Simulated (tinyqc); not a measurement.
# From centre of the doublet back to thickness d_1

Model: longitudinal sound in a periodic multilayer: transfer matrices, stop bands and folded phonons. Computed by tinyqc, a small Python program. Command: `OMP_NUM_THREADS=1 python tinyqc.py 3011324 3011325 out.jsonl multilayer inv`. One thread of a shared host (Intel(R) Xeon(R) Processor @ 2.30GHz), about 0.03 s of CPU time with the checks.

Layers 1 and 2 repeat with period d = d_1 + d_2; waves travel normal to the layers, without loss. State vector (u, s): displacement u and stress divided by omega. Impedances Z = rho v are in 1e6 kg/(m^2 s).

Inputs (values chosen for the exercise, modelled on silica (layer 1), titanium nitride (layer 2) and silica (substrate)):

| quantity | value | unit |
|---|---|---|
| density rho_1 | 2.17 | g/cm^3 |
| velocity v_1 | 6090 | m/s |
| density rho_2 | 5.49 | g/cm^3 |
| velocity v_2 | 10500 | m/s |
| thickness d_2 | 4.65 | nm |
| substrate density | 2.21 | g/cm^3 |
| substrate velocity | 6020 | m/s |
| optical wave vector q d/pi | 0.19 | - |

Method:
- Z = rho v; interface reflection r = (Z_2 - Z_1)/(Z_2 + Z_1) (stress amplitude, from 1 into 2); Bragg frequency f_B = 1/[2 (d_1/v_1 + d_2/v_2)]; long-wave velocity v_eff = d/sqrt[(d_1/v_1)^2 + (d_2/v_2)^2 + (Z_1/Z_2 + Z_2/Z_1)(d_1/v_1)(d_2/v_2)].
- A layer maps (u, s) by [[cos p, sin p/Z], [-Z sin p, cos p]], p = 2 pi f d_i/v_i; one period is M = M_2 M_1, and cos(q d) = trace(M)/2.
- Light transfers the wave vector q. Solve trace(M)/2 = cos(q d) on the first branch (Brillouin line) and on the two branches around 2 f_B (first folded doublet); 1/cm = 29.9792458 GHz.

Task: A run gave the result below. Find the thickness d_1, known to lie between 1.9 and 5.1 nm.

centre of the doublet = 32.34017 1/cm

Result:

Each step takes the trial c = (a f_b - b f_a)/(f_b - f_a), f being the result less the target and a, b, c the logarithms of the listed values; c replaces end b, the old b replaces a if the sign of f changed, and otherwise f_a is halved.

Scan of the range:

| thickness d_1 (nm) | centre of the doublet (1/cm) |
|---|---|
| 1.90 | 44.6684 |
| 2.24 | 41.2858 |
| 2.64 | 38.0645 |
| 3.11 | 35.0528 |
| 3.67 | 32.1821 |
| 4.33 | 29.4033 |
| 5.10 | 26.6363 |

False position (Illinois rule, in the logarithm of the input) inside the bracket:

| step | end a | end b | trial | centre of the doublet (1/cm) |
|---|---|---|---|---|
| 1 | 3.11000 | 3.67000 | 3.63670 | 32.3369 |
| 2 | 3.11000 | 3.63670 | 3.63533 | 32.3433 |
| 3 | 3.63670 | 3.63533 | 3.63600 | 32.3402 |
| 4 | 3.63533 | 3.63600 | 3.63600 | 32.3402 |

Centre of the doublet falls at every point of a 13-point scan of the range (every second point is shown), so one value fits; it is bracketed by 3.11 and 3.67. Answer: thickness d_1 = 3.636 nm.

Caution: at these frequencies damping, strong in glasses, and rough interfaces, both left out here, can weaken the stop bands; layers only a few atoms thick are also beyond continuum acoustics.
